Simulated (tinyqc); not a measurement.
Voltage acceleration of oxide breakdown, four models on the same data: one step of the calculation.

Field E = V/tox in MV/cm. Models: ln(t63/1 s) = a - c X with X = E (E model), -1/E (1/E model), ln V (power law, c the exponent n) or sqrt(E).

Task. Projection to use conditions. Project to Vu, multiply by exp[(Ea q/kB)(1/Tu - 1/Ts)] and by ks; ten years are 3.15576e8 s. The largest voltage for ten years solves the same relation for V.

Values chosen for this exercise: oxide thickness tox = 4.5 nm; use voltage Vu = 2.3 V; stress temperature Ts = 423 K; use temperature Tu = 378 K; activation energy Ea = 0.95 eV; factor for area and percentile ks = 0.0005.

Constants: q = 1.602176634e-19 C, kB = 1.380649e-23 J/K. Results are converted to the units shown.

```
model           c           a
E       4.3118196   50.149665
1/E     414.67502  -35.285472
power   42.600596   70.676997
sqrt E  27.157125   92.694999
```

Give: temperature factor; lifetime; largest voltage for ten years.

Result.

temperature factor = 22.257

```
model   lifetime (years)  largest voltage for ten years (V)
E                 570.14                             2.7220
1/E            2.8724e10                             3.1439
power           6.7941e5                             2.9865
sqrt E             13811                             2.8736
```

The lifetimes span 7.70 decades, from the E model (most cautious) to the 1/E model; the allowed voltage spans 2.72 to 3.14 V. 4 of the four models pass ten years at Vu. Lifetimes beyond a thousand years are formal extrapolations.

Range of the model: All four laws are empirical fits; none is established far below the stress range.

Numbers from tinyqc (`OMP_NUM_THREADS=1 python tinyqc.py 2070054 2070055 out.jsonl`; about 0.01 s on one thread of a shared Intel Xeon 2.30GHz).
